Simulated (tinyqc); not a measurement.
Ion implantation: universal nuclear stopping, Lindhard-Scharff electronic stopping and a Gaussian range profile: one step, computed by the program tinyqc.

An ion slows by elastic collisions with screened nuclei and by friction with electrons; channelling is ignored and the target is uniform.

Task: Stopping at the entry energy. Reduced energy eps = 32.53 M2 E/(Z1 Z2 (M1 + M2)(Z1^0.23 + Z2^0.23)), E in keV; s_n = ln(1 + 1.1383 eps)/(2 (eps + 0.01321 eps^0.21226 + 0.19593 eps^0.5)) for eps up to 30 and ln(eps)/(2 eps) above; S_n = 8.462 Z1 Z2 M1 s_n/((M1 + M2)(Z1^0.23 + Z2^0.23)) in 1e-15 eV cm^2. S_e = k 3.83 Z1^(7/6) Z2/(Z1^(2/3) + Z2^(2/3))^(3/2) sqrt(E/M1) in 1e-15 eV cm^2, E in keV. dE/dx = N (S_n + S_e); 1e-15 eV cm^2 = 0.1 eV nm^2.

Inputs (values chosen for the exercise, modelled on silicon ions in aluminium): ion atomic number Z1 = 14; ion mass M1 = 28 u; target atomic number Z2 = 13; target mass M2 = 26.98 u; target density N = 60.2 1/nm^3; ion energy E = 15 keV; scale factor of electronic stopping k = 1.3.

Give: reduced energy eps; s_n; S_n; S_e; energy loss dE/dx.

Result:

reduced energy eps = 0.3616

s_n = 0.3517

S_n = 75.81 x 1e-15 eV cm^2

S_e = 26.97 x 1e-15 eV cm^2

energy loss dE/dx = 618.8 eV/nm

Nuclear stopping carries 74 % of the loss at entry.
